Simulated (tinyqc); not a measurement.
Sharing a fixed EOT between the layers.

Without charge in the stack, a voltage of 1.2 V over an EOT of 2 nm gives F1 = (V/EOT)(3.9/e1) and F2 = F1 e1/e2; t2 = e2 (EOT/3.9 - t1/e1).

Parameters, values chosen for the exercise:
- e1 = 3.93 (relative permittivity of layer 1)
- e2 = 24.3 (relative permittivity of layer 2)

Results:

| t1 (nm) | t2 (nm) | physical thickness (nm) | drop over layer 1 (V) | drop over layer 2 (V) |
|---|---|---|---|---|
| 0 | 12.46 | 12.46 | 0 | 1.200 |
| 0.24 | 10.98 | 11.22 | 0.1429 | 1.057 |
| 0.49 | 9.432 | 9.922 | 0.2918 | 0.9082 |
| 0.98 | 6.402 | 7.382 | 0.5835 | 0.6165 |
| 1.22 | 4.918 | 6.138 | 0.7264 | 0.4736 |
| 1.47 | 3.372 | 4.842 | 0.8753 | 0.3247 |
| 1.71 | 1.888 | 3.598 | 1.018 | 0.1818 |

Estimate the missing row, t1 = 0.73 nm.

Computed row:

| t1 (nm) | t2 (nm) | physical thickness (nm) | drop over layer 1 (V) | drop over layer 2 (V) |
|---|---|---|---|---|
| 0.73 | 7.948 | 8.678 | 0.4347 | 0.7653 |

With this row back in the table: Each 0.1 nm of layer 1 costs 0.618 nm of layer 2, so the physical thickness falls from 12.5 to 3.60 nm. The fields do not change, 5.95 MV/cm in layer 1 and 0.963 MV/cm in layer 2, and layer 1 takes half of the voltage at t1 = 1.01 nm.

Numbers from tinyqc (`OMP_NUM_THREADS=1 python tinyqc.py 2010039 2010040 out.jsonl`; about 0.01 s on one thread of a shared Intel Xeon 2.30GHz).
